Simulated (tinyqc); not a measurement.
## Bandgap voltage reference from two bipolar transistors: output against temperature

Two transistors of area 1 and N carry the same current I. Is(T) = Is (T/T0)^eta exp[(Vg0 q/kB)(1/T0 - 1/T)], VBE1 = Vt ln(I/Is(T)) + I rb, VBE2 = Vt ln(I/(N Is(T))) + I rb/N. The amplifier forces I R1(T) = VBE1 - VBE2 + Vos, with R(T) = R (1 + tc (T - T0)) for both resistors, and the output is Vref = VBE1 + I R2(T). Base currents and the Early effect are neglected.

Vt = kB T/q; I = (Vt ln N + Vos)/(R1(T) - rb (1 - 1/N)).

Parameters, values chosen for the exercise; values of the order met in silicon bipolar transistors:
- T0 = 298 K (reference temperature)
- Vg0 = 1.205 V (band-gap voltage extrapolated to 0 K)
- eta = 3 (temperature exponent of the saturation current)
- Is = 9.5e-16 A (saturation current of the unit transistor at T0)
- N = 10 (area ratio of the second transistor)
- R1 = 8.5 kohm (resistor across which the difference of VBE falls, at T0)
- tc = 0 ppm/K (temperature coefficient of both resistors)
- Vos = 0 mV (offset of the amplifier)
- rb = 0 ohm (series resistance of the unit transistor)
- R2 = 98.69 kohm (output resistor at T0)

Constants: q = 1.602176634e-19 C, kB = 1.380649e-23 J/K. Results are converted to the units shown.

Result of one run:
```
I (uA),VBE1 (V),I R2 (V),Vref (V),Vref - Vref(T0) (mV),dVref/dT (uV/K)
8.124,0.4697,0.8017,1.271,1.573,18.45
```

Which temperature T gave this result: 253, 273, 348, 373 or 423 K?

T = 348 K.

The whole series:
```
T (K),I (uA),VBE1 (V),I R2 (V),Vref (V),Vref - Vref(T0) (mV),dVref/dT (uV/K)
218,5.089,0.7619,0.5022,1.264,-5.657,99.05
233,5.439,0.7288,0.5368,1.266,-4.258,87.59
253,5.906,0.6843,0.5829,1.267,-2.651,73.39
273,6.373,0.6396,0.6289,1.269,-1.315,60.28
298,6.956,0.5833,0.6865,1.270,0,45.18
323,7.540,0.5267,0.7441,1.271,0.9536,31.30
348,8.124,0.4697,0.8017,1.271,1.573,18.45
373,8.707,0.4124,0.8593,1.272,1.883,6.490
398,9.291,0.3548,0.9169,1.272,1.904,-4.691
423,9.874,0.2970,0.9745,1.271,1.654,-15.19
```

VBE1 falls by 2.27 mV/K on average and I R2 rises by 2.30 mV/K. The slope of Vref vanishes at T = 387 K. Between 233 and 398 K Vref spans 6.19 mV, or 29.5 ppm/K by the box method (span over the average over T, over 165 K).

Computed by the program tinyqc: `OMP_NUM_THREADS=1 python tinyqc.py 2062040 2062041 out.jsonl`, one thread of a shared Intel Xeon 2.30GHz, about 0.02 s for the whole run.
